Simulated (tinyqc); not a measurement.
Polycrystalline film, grain-boundary barriers (Seto model): one step of the calculation.

One-dimensional grains of size Lg with donors N; each boundary has Qt acceptor-like traps per area at one level Et below the band edge. Trapped electrons qt deplete a width w = qt/N (both sides together) and raise a barrier Vb = q N w^2/(8 eps0 eps_r). Current crosses the barriers by thermionic emission at small bias. Abrupt depletion, full ionisation, Boltzmann statistics.

Task. Critical doping and limits of the barrier. N* = Qt/Lg; fully depleted grains have Vb = q N Lg^2/(8 eps0 eps_r), filled traps Vb = q Qt^2/(8 eps0 eps_r N); the true barrier cannot exceed the smaller.

Inputs (values chosen for the exercise); values close to those of polycrystalline silicon: relative permittivity of the semiconductor eps_r = 11.7; grain size Lg = 200 nm; trap density at a boundary Qt = 1.5e12 cm^-2; donor density N = 5.6e17 cm^-3.

Constants: q = 1.602176634e-19 C, eps0 = 8.8541878128e-14 F/cm where lengths are in cm. Results are converted to the units shown.

Give: N*; Vb, fully depleted; Vb, traps filled.

Result.

N* = 7.500e16 cm^-3
Vb, fully depleted = 4.330 V
Vb, traps filled = 0.07767 V

Numbers from tinyqc (`OMP_NUM_THREADS=1 python tinyqc.py 2610007 2610008 out.jsonl`; about 0.01 s on one thread of a shared Intel Xeon 2.30GHz).
